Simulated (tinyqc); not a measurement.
Inside a calculation (part 2 of 2). Method: UKS/BP86 in the sto-3g basis, for H4+, spin multiplicity 2. Computed by tinyqc, a small Python program that keeps every step (integrals from PySCF). Command: `OMP_NUM_THREADS=1 python tinyqc.py 23226 23227 out.jsonl` (the two numbers bound the seeds that draw the settings). One thread of a shared host (Intel(R) Xeon(R) Processor @ 2.60GHz), about 2 s of CPU time with the checks.

Geometry (angstrom):
```
atom         x         y         z
H     0.000000  0.000000  0.000000
H     0.000000  0.000000  1.171000
H     0.000000  0.000000  2.978000
H     0.000000  0.000000  4.150000
```

## Convergence

Stop when the energy changes by less than 1e-09 hartree and every element of the error matrix X^T (F D S - S D F) X (for each spin) is below 9e-06.

Course of the cycle:
```
iteration  E (hartree)     change  largest element of the error matrix
1          -0.54411851          -                             2.22e-02
2          -0.91569397  -3.72e-01                             2.50e-02
3          -1.16507954  -2.49e-01                             3.43e-02
4          -1.33255584  -1.67e-01                             5.30e-02
5          -1.44368714  -1.11e-01                             7.28e-02
6          -1.51042149  -6.67e-02                             9.43e-02
7          -1.59263050  -8.22e-02                             6.64e-02
8          -1.64602244  -5.34e-02                             5.04e-02
9          -1.68322088  -3.72e-02                             4.00e-02
10         -1.70933462  -2.61e-02                             3.00e-02
11         -1.72752514  -1.82e-02                             2.25e-02
12         -1.74012214  -1.26e-02                             1.65e-02
13         -1.74887739  -8.76e-03                             1.19e-02
14         -1.75497118  -6.09e-03                             8.44e-03
...                ...        ...                                  ...
45         -1.76901060  -9.41e-08                             1.41e-07
46         -1.76901066  -6.59e-08                             9.85e-08
47         -1.76901071  -4.61e-08                             6.90e-08
48         -1.76901074  -3.23e-08                             4.83e-08
49         -1.76901077  -2.26e-08                             3.38e-08
50         -1.76901078  -1.58e-08                             2.37e-08
51         -1.76901079  -1.11e-08                             1.66e-08
52         -1.76901080  -7.75e-09                             1.16e-08
53         -1.76901081  -5.42e-09                             8.12e-09
54         -1.76901081  -3.80e-09                             5.68e-09
55         -1.76901081  -2.66e-09                             3.98e-09
56         -1.76901081  -1.86e-09                             2.78e-09
57         -1.76901082  -1.30e-09                             1.95e-09
58         -1.76901082  -9.11e-10                             1.36e-09
```

PySCF UKS in the same basis, fine grid, after a stability check = -1.76772553 hartree

Converged in 58 iterations. The coarse grid moves the energy by -1.29e-03 hartree.

## Populations, bond orders and dipole

D(alpha) after iteration 58, order 1H 1s, 2H 1s, 3H 1s, 4H 1s:
$$\begin{pmatrix}
0.370212 & 0.351149 & -0.023310 & -0.086276 \\
0.351149 & 0.342801 & 0.035534 & -0.023434 \\
-0.023310 & 0.035534 & 0.342837 & 0.351280 \\
-0.086276 & -0.023434 & 0.351280 & 0.370490
\end{pmatrix}$$

D(beta) after iteration 58, order 1H 1s, 2H 1s, 3H 1s, 4H 1s:
$$\begin{pmatrix}
0.108920 & 0.156094 & 0.156018 & 0.108779 \\
0.156094 & 0.223700 & 0.223591 & 0.155892 \\
0.156018 & 0.223591 & 0.223482 & 0.155816 \\
0.108779 & 0.155892 & 0.155816 & 0.108638
\end{pmatrix}$$

overlap S, order 1H 1s, 2H 1s, 3H 1s, 4H 1s:
$$\begin{pmatrix}
1.000000 & 0.401807 & 0.019129 & 0.001200 \\
0.401807 & 1.000000 & 0.162314 & 0.019089 \\
0.019129 & 0.162314 & 1.000000 & 0.401291 \\
0.001200 & 0.019089 & 0.401291 & 1.000000
\end{pmatrix}$$

Mulliken: Z minus the diagonal of D S on the atom; Loewdin: the same with S^(1/2) D S^(1/2); Mayer order: 2 sum_s sum (D(s) S)_ij (D(s) S)_ji over the two atoms.

Charges (e):
```
atom  Mulliken   Loewdin  Mulliken spin
1H    0.314489  0.312624       0.336001
2H    0.185098  0.186957       0.163528
3H    0.185590  0.187447       0.163838
4H    0.314824  0.312971       0.336633
```

Mayer bond orders:
```
pair     order
2-1   0.597959
3-1   0.113666
3-2   0.227549
4-1   0.076576
4-2   0.113490
4-3   0.597499
```

dipole moment about the origin, x y z (debye): [0.000000, 0.000000, 9.971235]

<S^2> of the determinant (pure state: 0.75) = 0.754768
